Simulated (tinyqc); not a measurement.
Landau-Devonshire theory of a uniaxial ferroelectric: one step, computed by the program tinyqc. Command: `OMP_NUM_THREADS=1 python tinyqc.py 3014805 3014806 out.jsonl ferro walk`. One thread of a shared host (Intel(R) Xeon(R) Processor @ 2.30GHz), about 0.01 s of CPU time with the checks.

G(P) = (alpha/2) P^2 + (beta*/4) P^4 + (gamma/6) P^6 - E P per volume, SI units, one domain, P along the polar axis, which is normal to the film.

Task: Spontaneous polarisation, susceptibility, coercive field. Ps^2 = [-beta* + sqrt(beta*^2 - 4 alpha gamma)]/(2 gamma). chi = 1/(eps_0 G''), G'' = alpha + 3 beta* P^2 + 5 gamma P^4 at Ps. Ps, chi and the coercive field are for perfect screening, without a depolarising field. The intrinsic coercive field is |alpha P + beta* P^3 + gamma P^5| at the P_c where G'' = 0. 1 C/m^2 = 100 microcoulomb/cm^2.

Inputs (values chosen for the exercise, modelled on barium titanate): Curie-Weiss temperature T0 = 381 K; gamma = 1.6e+10 J m^9/C^6; temperature T = 366 K.

Sample: epitaxial film.

alpha = -4.090657e+08 J m/C^2

beta* = 4.907143e+08 J m^5/C^4

Constants: eps_0 = 8.8541878128e-12 F/m.

Give: spontaneous polarisation Ps; susceptibility chi; well depth G(Ps); P_c; intrinsic coercive field.

Result:

spontaneous polarisation Ps = 38.12 microcoulomb/cm^2

susceptibility chi = 75.61

well depth G(Ps) = -18.95 MJ/m^3

P_c = 25.08 microcoulomb/cm^2

intrinsic coercive field = 78.98 MV/m

P_c/Ps = 0.658, above the 0.577 of a quartic well, as the sixth-order term matters. Real switching runs by domain nucleation at far lower fields. Caution: the strain shifts T0 by more than 500 K here, which is beyond the range where constant coefficients hold. Caution: far below T0* the expansion with linear alpha(T) is only a fit.
